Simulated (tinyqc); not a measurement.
Worked calculation: Weaire-Thorpe hybrids on a Bethe lattice: gap and dangling bond of an amorphous tetrahedral solid. Values are carried at full precision from step to step, so a last printed digit may differ when a step is redone from the rounded ones.

Four sp3 hybrids an atom at energy 0, coupled by -V1 on the atom and by -V2 along a bond; the bonds form a tree (no rings). For any network the gap runs at least from -V2 + V1 to V2 - 3 V1, and p-like states pile up at -V2 + V1 and V2 + V1. On the tree the gap is wider: it ends at Ec = -V1 + sqrt(V2^2 + 4 V1^2 - 2 sqrt3 V1 V2), which makes it well wider than the gaps of the real glasses. A branch seen from a hybrid has the self-energy S = V2^2 g, where g is the Green function of the hybrid across the bond, whose three partners carry S themselves. With a = z - V1, b = a - S: g = 1/(a + V1 b/(b + 3 V1)), z = E + i eta. A full atom has G = (1/b)(b + 3 V1)/(b + 4 V1) per hybrid; a dangling hybrid with shift dh has G = 1/(1/g - dh).

Parameters, chosen for this exercise (of the size of tabulated hybrid energies for amorphous silicon; not measured data):
- V1 = 1.7 eV (coupling of two hybrids on one atom)
- V2 = 4.44 eV (coupling of the two hybrids of a bond)
- E = 1.09 eV (energy)
- eta = 0.03 eV (broadening)
- dh = -0.87 eV (shift of the dangling hybrid (rehybridisation))

## Edges

Bounds -V2 + V1 and V2 - 3 V1. On the tree the s-like bands are narrower: E = -V1 -/+ sqrt(V2^2 + 4 V1^2 + V1 V2 e) with e from -2 sqrt3 to 2 sqrt3 (for a crystal, -4 to 4), so the conduction edge is -V1 + sqrt(V2^2 + 4 V1^2 - 2 sqrt3 V1 V2).

edges (eV): Ev -2.7400, Ec(bound) -0.6600, Ec(tree) 0.5642

gaps (eV): (bound, reached in the crystal) 2.0800, (tree) 3.3042

The gap needs no periodicity, only V2 > 2 V1 (here V2/V1 = 2.612); leaving out rings widens it by 1.224 eV. Two parameters give the trend, not the value.

## The self-energy at one energy

S = V2^2 g is a quadratic A S^2 + B S + C = 0 with A = a + V1, B = -(a (a + 4 V1) + V2^2), C = V2^2 (a + 3 V1), a = z - V1. Of the two roots take the one with Im S < 0 (if both qualify, the decaying one, with the smaller |V1 V2 g/(b + 3 V1)|).

A, B, C: 1.0900+0.0300i  -15.9368-0.1674i  88.5141+0.5914i

roots (eV): 7.2951+5.1465i  7.3190-5.3952i

S = 7.3190-5.3952i eV

## Densities at that energy

With z = E + i eta, b = z - V1 - S: full atom G = (b + 3 V1)/(b (b + 4 V1)); g = S/V2^2; dangling hybrid 1/(1/g - dh); densities -Im G/pi.

G (1/eV): (bulk) -0.0736-0.0883i, (dangling with dh = 0) 0.3713-0.2737i, (dangling with dh) 0.3079-0.1515i
densities (1/eV): (bulk) 0.0281, (dangling with dh = 0) 0.0871, (dangling with dh) 0.0482

## The dangling-bond level

For eta = 0 the level solves 1/g(E) = dh inside the gap (bisection); its weight on the dangling hybrid is 1/(d(1/g)/dE), by central differences with step 1e-5 eV.

level = -0.5304 eV
above Ev = 2.2096 eV
weight on the dangling hybrid = 0.645

The level lies at 67 % of the gap of the tree; 36 % of it spreads over the back bonds.

## Checks

- Conduction edge from the formula against the zero of the discriminant: both 0.564191.
- S from the quadratic against damped iteration of S = V2^2 g: both 7.318961.

Computed by tinyqc, a small Python program: `OMP_NUM_THREADS=1 python tinyqc.py 1482874 1482875 out.jsonl` (the numbers bound the seed that draws the inputs); one thread of a shared host (Intel(R) Xeon(R) Processor @ 2.30GHz), about 0.04 s for the whole set of steps.
